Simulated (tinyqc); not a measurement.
Worked calculation: Tersoff bond-order potential. Computed by tinyqc, a small Python program that keeps every step. Command: `OMP_NUM_THREADS=1 python tinyqc.py 3019143 3019144 out.jsonl tersoff walk`. One thread of a shared host (Intel(R) Xeon(R) Processor @ 2.30GHz), about 0.01 s of CPU time with the checks. Intermediate numbers are printed to about 6 digits and carried at full precision; extremes and crossings named in words are read from the listed rows.

E = (1/2) sum_(i, j != i) [A exp(-lambda r_ij) - b_ij B exp(-mu r_ij)], b_ij = (1 + (beta zeta_ij)^n)^(-1/(2n)), zeta_ij = sum_(k != i, j) g(theta_ijk), g = 1 + c^2/d^2 - c^2/(d^2 + (h - cos theta)^2), with theta at atom i. Only nearest neighbours count (cut-off function 1 for them, 0 beyond).

Inputs (values chosen for the exercise, modelled on germanium):
```
quantity                  value        unit
A                        1769.1          eV
B                        421.76          eV
lambda                   2.4451  1/angstrom
mu                       1.7047  1/angstrom
beta                   9.73e-07           -
n                        0.7655           -
c                        107300           -
d                         15.59           -
h                        -0.451           -
bond length r_12           2.53    angstrom
bond length r_13           2.41    angstrom
angle theta at atom 1       145     degrees
```

Constants: 1 eV/angstrom^3 = 160.2176634 GPa.

## An open trimer

Atom 1 binds atoms 2 and 3, which do not interact. b_12 = b_13 follow from zeta = g(theta); b_21 = b_31 = 1. E = sum over the two bonds of A exp(-lambda r) - (b + 1)/2 B exp(-mu r).

g(theta) = 26402.4

bond order b_12 = 0.962284

repulsive terms (eV): 3.64051  4.88190

attractive terms B exp(-mu r) (eV): 5.64938  6.93173

energy of the trimer = -3.82144 eV

g is least (g = 1) at cos theta = h, 116.8 degrees, wider than the tetrahedral 109.47.

## The diamond lattice

zeta = 3 g(cos theta = -1/3). With z equal bonds of order b, r = ln(lambda A/(mu b B))/(lambda - mu) and E per atom = -(z/2) b B exp(-mu r)(1 - mu/lambda). a0 = 4 r/sqrt3; B0 = phi''(r)/(3 a0) with phi'' = mu (lambda - mu) b B exp(-mu r), since b does not change under uniform scaling.

zeta = 8098.03

bond order b = 0.984293

bond length = 2.44505 angstrom

energy per atom of the diamond lattice = -3.89237 eV

lattice constant a0 = 5.64661 angstrom

bulk modulus B0 = 76.7238 GPa

## Elastic constants of the diamond lattice

Second derivatives of the energy per atom, volume V = a0^3/8: e_xx gives C11; e_xx = -e_yy gives 2 (C11 - C12); e_xy = e_yx = s/2 with a sublattice shift u_z gives C44 = (E_ss - E_su^2/E_uu)/V and Kleinman's parameter |E_su/E_uu|/(a0/4).

C11 = 139.211 GPa

C12 = 45.4800 GPa

C44 = 68.5016 GPa

Kleinman's parameter = 0.505178

## Unrelaxed vacancy

Each of the four neighbours loses one bond; its three other bonds now have zeta = 2 g, for the direction that starts at it. E_v = -E + 12 x (1/2)(b(3g) - b(2g)) B exp(-mu r), where -E is the pair-like cost.

b(2g) = 0.988423

unrelaxed vacancy energy E_v = 3.73057 eV

Stronger back bonds return 0.162 eV, so E_v is 96 % of the cohesive energy.

## Energy against coordination

Angles seen from one bond (cos theta: count): chain -1: 1; graphitic -1/2: 2; diamond -1/3: 3; square net 0: 2, -1: 1; simple cubic 0: 4, -1: 1; bcc 1/3: 3, -1/3: 3, -1: 1; fcc 1/2: 4, 0: 2, -1/2: 4, -1: 1.

Relaxed structures:
```
structure      z         zeta        b  r (angstrom)  E per atom (eV)  E per bond (eV)
dimer          1            0  1.00000       2.42367         -1.02532         -2.05064
chain          2  5.86717e+04  0.93316       2.51710         -1.63183         -1.63183
graphitic      3  9.37907e+02  0.99694       2.42782         -3.04494         -2.02996
diamond        4  8.09803e+03  0.98429       2.44505         -3.89237         -1.94618
square net     4  1.37894e+05  0.88061       2.59539         -2.69506         -1.34753
simple cubic   6  2.17116e+05  0.84074       2.65796         -3.46914         -1.15638
bcc            8  4.25562e+05  0.76428       2.78675         -3.37599         -0.84400
fcc           12  8.42236e+05  0.66706       2.97050         -3.23126         -0.53854
```

The lowest are diamond, simple cubic and bcc, the first two 0.423 eV apart. The bond order falls from 1 to 0.667 and the bond weakens from -2.05 to -0.54 eV, as b^(lambda/(lambda - mu)) with exponent 3.30. With the same z = 4 the square net lies 1.20 eV above diamond, from its angles alone. Caution: in bcc and other dense structures second neighbours can fall inside the usual cut-off; they are left out here.

Checks made by the program: (C11 + 2 C12)/3 against B0 (relative difference 2e-08).
